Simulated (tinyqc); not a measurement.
Inversion-layer mobility, back-scattering and ballistic limit of a field-effect transistor: one step, computed by the program tinyqc. Command: `OMP_NUM_THREADS=1 python tinyqc.py 3022756 3022757 out.jsonl mos walk`. One thread of a shared host (Intel(R) Xeon(R) Processor @ 2.30GHz), about 0.01 s of CPU time with the checks.

The charge at the top of the source barrier is fixed by the gate; series resistance and short-channel effects are left out. F_j are Fermi integrals normalised to exp(eta) in the classical limit.

Problem. Ballistic limit. F_j(eta) = (1/Gamma(j + 1)) int_0^infinity x^j/(1 + exp(x - eta)) dx, F_0 = ln(1 + exp(eta)). Integrals over x = E/(k_B T) use 160 Gauss-Legendre points in u = sqrt(x) from 0 to sqrt(max(eta, 0) + 32). Ballistic channel: N_2D = g_v m k_B T/(pi hbar^2), U = e V_D/(k_B T); eta_F solves N_inv = (N_2D/2)[F_0(eta_F) + F_0(eta_F - U)]; v_T = sqrt(2 k_B T/(pi m)); I/W = e (N_2D/2) v_T [F_1/2(eta_F) - F_1/2(eta_F - U)]; injection velocity v_T F_1/2(eta_F)/F_0(eta_F).

Inputs (values chosen for the exercise, modelled on a silicon p-channel):
```
quantity               value  unit
transport mass m        0.29   m_0
valley degeneracy g_v      1     -
drain voltage V_D       0.73     V
temperature T            300     K
```

Statistics at the top of the barrier: Fermi-Dirac.

inversion density N_inv = 1.253979e+13 1/cm^2

Constants: m_0 = 9.1093837015e-31 kg; k_B = 1.380649e-23 J/K; hbar = 1.054571817e-34 J s; k_B = 8.617333262e-05 eV/K; e = 1.602176634e-19 C.

Give: N_2D; eta_F; thermal velocity v_T; injection velocity; ballistic current I/W.

Solution.

N_2D = 3.132e+12 1/cm^2

eta_F = 8.008

thermal velocity v_T = 0.9991 1e7 cm/s

injection velocity = 2.168 1e7 cm/s

ballistic current I/W = 4356 microampere/micrometre

Degeneracy raises the injection velocity by a factor 2.17. Caution: the Fermi level lies so high that further subbands and non-parabolicity matter.
